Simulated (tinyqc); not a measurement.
Inside a calculation. Method: empirical pseudopotential in a few plane waves. Computed by tinyqc, a small Python program that keeps every step. Settings: plane-wave index or count = 15. Command: `OMP_NUM_THREADS=1 python tinyqc.py 30624 30625 out.jsonl` (the two numbers bound the seeds that draw the settings). One thread of a shared host (Intel(R) Xeon(R) Processor @ 2.60GHz), about 0.2 s of CPU time with the checks.

## Bloch Hamiltonian at k

Parameters chosen for this model: fcc lattice, atoms at +/- a/8 (1,1,1); form factors in rydberg at |G|^2 in units of (2 pi/a)^2:
```
parameter                 value      unit
a                      5.750000  angstrom
VS(3)                 -0.236000        Ry
VS(8)                  0.048000        Ry
VS(11)                 0.045000        Ry
VA(3)                  0.087000        Ry
VA(4)                  0.035000        Ry
VA(11)                 0.036000        Ry
hbar^2/2m (2 pi/a)^2   4.549325        eV
```

k point k (2 pi / a): [-0.19000, -0.24000, -0.27000]

Basis: the 15 shortest G (labels in 2 pi/a), the same at every k. H(G,G') = c |k + G|^2 delta + VS(|G-G'|^2) cos((G-G').tau) + i VA sin((G-G').tau), tau = a/8 (1,1,1); 1 Ry = 13.605693 eV.

H(k) at k (eV), order +0+0+0, -1-1-1, -1-1+1, -1+1-1, -1+1+1, +1-1-1, +1-1+1, +1+1-1, +1+1+1, -2+0+0, +0-2+0, +0+0-2, +0+0+2, +0+2+0, +2+0+0:
```
[[0.75792, 2.27048+0.83700i, -2.27048+0.83700i, -2.27048+0.83700i, -2.27048-0.83700i, -2.27048+0.83700i, -2.27048-0.83700i, -2.27048-0.83700i, 2.27048-0.83700i, 0.00000+0.47620i, 0.00000+0.47620i, 0.00000+0.47620i, 0.00000-0.47620i, 0.00000-0.47620i, 0.00000-0.47620i],
 [2.27048-0.83700i, 20.77495, 0.00000-0.47620i, 0.00000-0.47620i, -0.65307, 0.00000-0.47620i, -0.65307, -0.65307, 0.00000, -2.27048-0.83700i, -2.27048-0.83700i, -2.27048-0.83700i, -0.43293+0.34634i, -0.43293+0.34634i, -0.43293+0.34634i],
 [-2.27048-0.83700i, 0.00000+0.47620i, 15.86168, 0.65307, 0.00000-0.47620i, 0.65307, 0.00000-0.47620i, 0.00000, -0.65307, -2.27048+0.83700i, -2.27048+0.83700i, 0.43293+0.34634i, 2.27048-0.83700i, -0.43293-0.34634i, -0.43293-0.34634i],
 [-2.27048-0.83700i, 0.00000+0.47620i, 0.65307, 16.40760, 0.00000-0.47620i, 0.65307, 0.00000, 0.00000-0.47620i, -0.65307, -2.27048+0.83700i, 0.43293+0.34634i, -2.27048+0.83700i, -0.43293-0.34634i, 2.27048-0.83700i, -0.43293-0.34634i],
 [-2.27048+0.83700i, -0.65307, 0.00000+0.47620i, 0.00000+0.47620i, 11.49432, 0.00000, 0.65307, 0.65307, 0.00000-0.47620i, 2.27048+0.83700i, -0.43293+0.34634i, -0.43293+0.34634i, -2.27048-0.83700i, -2.27048-0.83700i, 0.43293-0.34634i],
 [-2.27048-0.83700i, 0.00000+0.47620i, 0.65307, 0.65307, 0.00000, 17.31746, 0.00000-0.47620i, 0.00000-0.47620i, -0.65307, 0.43293+0.34634i, -2.27048+0.83700i, -2.27048+0.83700i, -0.43293-0.34634i, -0.43293-0.34634i, 2.27048-0.83700i],
 [-2.27048+0.83700i, -0.65307, 0.00000+0.47620i, 0.00000, 0.65307, 0.00000+0.47620i, 12.40419, 0.65307, 0.00000-0.47620i, -0.43293+0.34634i, 2.27048+0.83700i, -0.43293+0.34634i, -2.27048-0.83700i, 0.43293-0.34634i, -2.27048-0.83700i],
 [-2.27048+0.83700i, -0.65307, 0.00000, 0.00000+0.47620i, 0.65307, 0.00000+0.47620i, 0.65307, 12.95011, 0.00000-0.47620i, -0.43293+0.34634i, -0.43293+0.34634i, 2.27048+0.83700i, 0.43293-0.34634i, -2.27048-0.83700i, -2.27048-0.83700i],
 [2.27048+0.83700i, 0.00000, -0.65307, -0.65307, 0.00000+0.47620i, -0.65307, 0.00000+0.47620i, 0.00000+0.47620i, 8.03684, -0.43293-0.34634i, -0.43293-0.34634i, -0.43293-0.34634i, -2.27048+0.83700i, -2.27048+0.83700i, -2.27048+0.83700i],
 [0.00000-0.47620i, -2.27048+0.83700i, -2.27048-0.83700i, -2.27048-0.83700i, 2.27048-0.83700i, 0.43293-0.34634i, -0.43293-0.34634i, -0.43293-0.34634i, -0.43293+0.34634i, 22.41270, 0.65307, 0.65307, -0.65307, -0.65307, 0.00000],
 [0.00000-0.47620i, -2.27048+0.83700i, -2.27048-0.83700i, 0.43293-0.34634i, -0.43293-0.34634i, -2.27048-0.83700i, 2.27048-0.83700i, -0.43293-0.34634i, -0.43293+0.34634i, 0.65307, 23.32257, 0.65307, -0.65307, 0.00000, -0.65307],
 [0.00000-0.47620i, -2.27048+0.83700i, 0.43293-0.34634i, -2.27048-0.83700i, -0.43293-0.34634i, -2.27048-0.83700i, -0.43293-0.34634i, 2.27048-0.83700i, -0.43293+0.34634i, 0.65307, 0.65307, 23.86849, 0.00000, -0.65307, -0.65307],
 [0.00000+0.47620i, -0.43293-0.34634i, 2.27048+0.83700i, -0.43293+0.34634i, -2.27048+0.83700i, -0.43293+0.34634i, -2.27048+0.83700i, 0.43293+0.34634i, -2.27048-0.83700i, -0.65307, -0.65307, 0.00000, 14.04195, 0.65307, 0.65307],
 [0.00000+0.47620i, -0.43293-0.34634i, -0.43293+0.34634i, 2.27048+0.83700i, -2.27048+0.83700i, -0.43293+0.34634i, 0.43293+0.34634i, -2.27048+0.83700i, -2.27048-0.83700i, -0.65307, 0.00000, -0.65307, 0.65307, 14.58787, 0.65307],
 [0.00000+0.47620i, -0.43293-0.34634i, -0.43293+0.34634i, -0.43293+0.34634i, 0.43293+0.34634i, 2.27048+0.83700i, -2.27048+0.83700i, -2.27048+0.83700i, -2.27048-0.83700i, 0.00000, -0.65307, -0.65307, 0.65307, 0.65307, 15.49773]]
```

## Levels at k

Diagonalise the Hermitian matrix.

eigenvalues (eV): [-2.69884, 6.14839, 8.70644, 8.92649, 11.88375, 13.82475, 14.03547, 15.73004, 16.55861, 17.09016, 19.33043, 21.97820, 24.18066, 24.76695, 29.27487]

## Bands along a path

The same steps at evenly spaced points between the labelled ones.

Bands along the path (eV), lowest eight:
```
k           band 1   band 2   band 3   band 4    band 5    band 6    band 7    band 8
L         -1.44519  3.52134  8.57466  8.57466  11.39904  13.94295  13.94295  18.74833
L-G 0.25  -1.99797  4.32569  8.59028  8.59028  11.42634  13.90387  13.90387  18.46797
L-G 0.50  -2.63538  5.90696  8.82520  8.82520  11.72991  13.95137  13.95137  16.12636
L-G 0.75  -3.08265  7.88040  9.17000  9.17000  12.01154  13.53575  13.53575  13.88350
G         -3.23974  9.35880  9.35880  9.35880  11.37711  13.19330  13.19330  13.19330
G-X 0.25  -3.02984  7.89837  8.82328  8.82328  12.58937  12.93727  14.12327  14.12327
G-X 0.50  -2.42603  5.94552  7.99084  7.99084  11.84249  13.22297  16.11312  16.11312
G-X 0.75  -1.54255  4.26398  7.45712  7.45712  11.44426  12.08939  18.52561  18.52561
X         -0.77413  3.32936  7.37984  7.37984  11.34543  11.79908  21.22143  21.22143
```

With 4 band(s) filled, the highest filled level on these points lies at G and the lowest empty one at X: a gap of 1.9866 eV, indirect. This holds for the small fixed basis; with all plane waves up to |k + G|^2 = 21 (2 pi/a)^2 the gap along the path is 1.71 eV.

## Convergence with the number of plane waves

Levels at G counted from the fourth one.

Levels (eV):
```
plane waves    level 1  level 5  level 8
9            -15.22295  0.95240  3.34721
15           -12.59855  2.01830  3.83450
27           -11.81414  1.87989  3.96131
51           -11.76125  1.83143  4.06870
59           -11.76790  1.85352  3.89434
65           -11.76424  1.85193  3.86901
89           -11.74561  1.84712  3.88228
```
